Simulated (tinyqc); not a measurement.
Resistance of a source-drain extension with a graded tip: abruptness at a fixed junction position.

y runs along the channel, the gate covers y > 0. The doping is N0 for y < y0 and N0 10^(-(y - y0)/la) beyond, uniform over the depth xj. Sheet conductance s(y) = q mu(N) max(N - Nch, 0) xj + (for y > 0) ma Cox Vo, with mu(N) = u0 + (u1 - u0)/(1 + (N/Nr)^au) and Cox = eps0 eox/tox. Current is taken as one-dimensional; depletion of the tip, spreading and the contact are left out. The metallurgical junction lies at yj, where N = Nch.

R_spacer = integral of dy/s from -Ls to 0, R_ov from 0 to yj, R_channel = (Lg - 2 yj)/(ma Cox Vo), R_total = 2 R_spacer + 2 R_ov + R_channel. Electrical length L_eff = ma Cox dR_total/d(1/Vo); R_series = R_total - L_eff/(ma Cox Vo). y0 is moved with la so that yj stays at 14.634 nm.

Inputs (values chosen for the exercise); mobility law close to that of electrons in silicon:

| symbol | value | unit | meaning |
|---|---|---|---|
| eox | 8.91 |  | relative permittivity of the gate insulator (close to aluminium oxide) |
| tox | 2.5 | nm | insulator thickness |
| N0 | 1.3e20 | cm^-3 | active doping of the extension far from the gate |
| xj | 17 | nm | depth of the extension |
| Nch | 2.6e18 | cm^-3 | channel doping |
| Ls | 18 | nm | spacer length |
| Vo | 0.71 | V | gate overdrive |
| ma | 120 | cm^2/(V s) | mobility of the gate-induced layer |
| u1 | 1414 | cm^2/(V s) | mobility at low doping |
| u0 | 68.5 | cm^2/(V s) | mobility at high doping |
| Nr | 9.2e16 | cm^-3 | reference doping |
| au | 0.711 |  | exponent |
| Lg | 45 | nm | gate length |

Constants: q = 1.602176634e-19 C, eps0 = 8.8541878128e-14 F/cm where lengths are in cm. Results are converted to the units shown.

The same in every row: yj (nm) = 14.63; R_channel (ohm um) = 58.52.

Result of one run:
```
la (nm/decade)	R_spacer (ohm um)	R_ov (ohm um)	R_total (ohm um)	L_eff (nm)	R_series (ohm um)
4.9	6.807	15.68	103.5	20.13	28.59
```

What becomes of these results when the lateral abruptness la is changed from 4.9 to 7.4 nm/decade, all else the same?

Result of the changed run:
```
la (nm/decade)	R_spacer (ohm um)	R_ov (ohm um)	R_total (ohm um)	L_eff (nm)	R_series (ohm um)
7.4	6.807	21.11	114.4	22.25	31.58
```

The whole series:
```
la (nm/decade)	R_spacer (ohm um)	R_ov (ohm um)	R_total (ohm um)	L_eff (nm)	R_series (ohm um)
1	6.807	7.197	86.53	16.83	23.93
2.3	6.807	10.02	92.18	17.93	25.48
3.6	6.807	12.85	97.83	19.03	27.04
4.9	6.807	15.68	103.5	20.13	28.59
6.1	6.807	18.28	108.7	21.15	30.03
7.4	6.807	21.11	114.4	22.25	31.58
8.7	6.808	23.94	120.0	23.35	33.14
10	7.080	26.55	125.8	24.43	34.90
```

As la goes from 1 to 10 nm/decade, R_total rises from 86.5 to 126 ohm um, R_spacer rises from 6.81 to 7.08 ohm um and R_ov rises from 7.20 to 26.5 ohm um. R_total changes on average by 4.36 ohm um for each nm/decade. L_eff exceeds the metallurgical length by 1.10 nm in the first row and 8.70 nm in the last, since the gate also controls the lightly doped tips.

Program tinyqc, `OMP_NUM_THREADS=1 python tinyqc.py 2282115 2282116 out.jsonl`; Intel Xeon 2.30GHz, shared host, one thread, about 0.03 s.
